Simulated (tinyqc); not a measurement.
MP2 on RHF in the sto-3g basis, for H6, spin multiplicity 1, step by step. One step of it, computed by the program tinyqc.

Problem. Iteration 7 (converged): orbitals. Diagonalise F' = X^T F X, C = X C', fill 3 alpha and 3 beta electrons from the bottom; D = 2 C_occ C_occ^T. Each column has its largest component positive (the first on a tie).

converged F (hartree), lower triangle:
```
           1H 1s      2H 1s      3H 1s      4H 1s      5H 1s      6H 1s
1H 1s  -0.374429
2H 1s  -0.612540  -0.480969
3H 1s  -0.239419  -0.460503  -0.496480
4H 1s  -0.061953  -0.241437  -0.637711  -0.496480
5H 1s  -0.008675  -0.052650  -0.241437  -0.460503  -0.480969
6H 1s  -0.007563  -0.008675  -0.061953  -0.239419  -0.612540  -0.374429
```

X, lower triangle:
```
           1H 1s      2H 1s      3H 1s      4H 1s      5H 1s     6H 1s
1H 1s   1.270819
2H 1s  -0.536550   1.471980
3H 1s   0.102304  -0.466547   1.497593
4H 1s  -0.027631   0.113136  -0.606584   1.497593
5H 1s   0.006242  -0.018847   0.113136  -0.466547   1.471980
6H 1s  -0.001982   0.006242  -0.027631   0.102304  -0.536550  1.270819
```

Give: F' = X^T F X; orbital energies; coefficients C; D after iteration 7.

Solution.

F' = X^T F X (hartree), lower triangle:
```
         1        2        3        4        5       6
1   0.0758
2  -0.6924   0.2106
3   0.1095  -0.5058   0.2345
4  -0.0102   0.1222  -0.7690   0.2345
5   0.0098  -0.0211   0.1222  -0.5058   0.2106
6  -0.0127   0.0098  -0.0102   0.1095  -0.6924  0.0758
```

orbital energies (hartree): MO1 -0.7725, MO2 -0.6232, MO3 -0.4082, MO4 0.4308, MO5 0.8989, MO6 1.5160

coefficients C:
```
          MO1      MO2      MO3      MO4      MO5      MO6
1H 1s  0.1593   0.3457  -0.4376   0.7086  -0.8553   0.5866
2H 1s  0.2489   0.4029  -0.2912  -0.4581   1.0546  -1.0268
3H 1s  0.3495   0.1054   0.4511  -0.6699  -0.3695   1.3894
4H 1s  0.3495  -0.1054   0.4511   0.6699  -0.3695  -1.3894
5H 1s  0.2489  -0.4029  -0.2912   0.4581   1.0546   1.0268
6H 1s  0.1593  -0.3457  -0.4376  -0.7086  -0.8553  -0.5866
```

D after iteration 7, lower triangle:
```
         1H 1s    2H 1s    3H 1s    4H 1s   5H 1s   6H 1s
1H 1s   0.6727
2H 1s   0.6127   0.6181
3H 1s  -0.2105  -0.0037   0.6735
4H 1s  -0.3563  -0.1736   0.6291   0.6735
5H 1s   0.0555  -0.0312  -0.1736  -0.0037  0.6181
6H 1s   0.1946   0.0555  -0.3563  -0.2105  0.6127  0.6727
```
